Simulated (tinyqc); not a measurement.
Inside a calculation. Method: tight binding, dimerised chain. One step of it, computed by the program tinyqc.

Question. Bloch Hamiltonian at k. H_AA = +delta, H_BB = -delta, H_AB = -t1 - t2 exp(-i k a).

Parameters chosen for this model:
```
parameter     value                      unit
t1         1.080000       eV, inside the cell
t2         2.340000         eV, between cells
delta             0  eV, +/- on the two sites
```

k point k (2 pi / a): 0.400000

Give: H(k) at k.

Answer.

H(k) at k (eV):
```
                A               B
A          0.0000  0.8131+1.3754i
B  0.8131-1.3754i          0.0000
```
